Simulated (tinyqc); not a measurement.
From one set of inputs to another, one input at a time: a particle near a wafer in liquid: double-layer and van der Waals forces (DLVO), deposition barrier and removal. Computed by tinyqc, a small Python program. Command: `OMP_NUM_THREADS=1 python tinyqc.py 3112685 3112686 out.jsonl dlvo ladder`. One thread of a shared host (Intel(R) Xeon(R) Processor @ 2.30GHz), about 0.01 s of CPU time with the checks.

Sphere and flat wall, Derjaguin approximation, constant potentials in the linear-superposition form, no retardation and no hydration force.

The inputs printed are set A. Inputs not listed in the table keep their values of set A, so the rows need not describe a real material.

Inputs (values chosen for the exercise, of the order of those for silica on silicon in water):
```
quantity                           value   unit
particle radius R                    120     nm
Hamaker constant A                 1e-20      J
potential of the particle psi_1       48     mV
potential of the wafer psi_2         -23     mV
salt concentration c                0.15  mol/L
valence z of the symmetric salt        1      -
temperature T                        293      K
dielectric constant of the liquid   80.2      -
contact distance h0                  0.3     nm
contact radius over R                0.2      -
viscosity                           0.46  mPa s
```

Constants: e = 1.602176634e-19 C; N_A = 6.02214076e+23 1/mol; eps_0 = 8.8541878128e-12 F/m; k_B = 1.380649e-23 J/K; k_B = 8.617333262e-05 eV/K.

Method. kappa^2 = 2 z^2 e^2 N_A (1000 c)/(eps eps_0 k_B T); gamma_i = tanh(z e psi_i/(4 k_B T)); Z = 64 pi eps eps_0 (k_B T/(z e))^2 gamma_1 gamma_2. Adhesion F_a = A R/(6 h0^2) [1 + a^2/(R h0)] - kappa Z R exp(-kappa h0), a the contact radius. Drag in a shear flow F_d = 1.7 x 6 pi mu R^2 G, acting at 1.4 R; rolling starts when 1.4 R F_d = a F_a. Wall shear stress = mu G.

Each row keeps all changes above it:
```
input moved                            from       to  net adhesion F_a (pN)  wall shear stress for rolling (Pa)
set A                                     -        -                  38717                               11986
particle radius R (nm)                  120       11                    589                               21684
temperature T (K)                       293      343                    586                               21601
Hamaker constant A (J)                1e-20  3.5e-20                   1842                               67883
salt concentration c (mol/L)           0.15   0.0003                   1764                               64989
potential of the wafer psi_2 (mV)       -23      -24                   1764                               64997
potential of the particle psi_1 (mV)     48      -14                   1757                               64734
contact radius over R                   0.2     0.17                   1467                               45936
```

Which inputs carry the difference?

net adhesion F_a goes from 38700 to 1470, a factor 0.0379 in all. The largest single move comes from particle radius R (a factor 0.0152), and Hamaker constant A works against it (a factor 3.14). Wall shear stress for rolling goes from 12000 to 45900, a factor 3.83 in all. The largest single move comes from Hamaker constant A (a factor 3.14), and contact radius over R works against it (a factor 0.710). The single moves hold for this order of the switches; the total does not depend on the order.

Caution (rows salt concentration c, potential of the wafer psi_2, potential of the particle psi_1, contact radius over R): kappa R is not large, so the Derjaguin approximation is only rough at gaps of the order of the Debye length.

Extremes, crossings and ranges named in words are read from the listed rows.
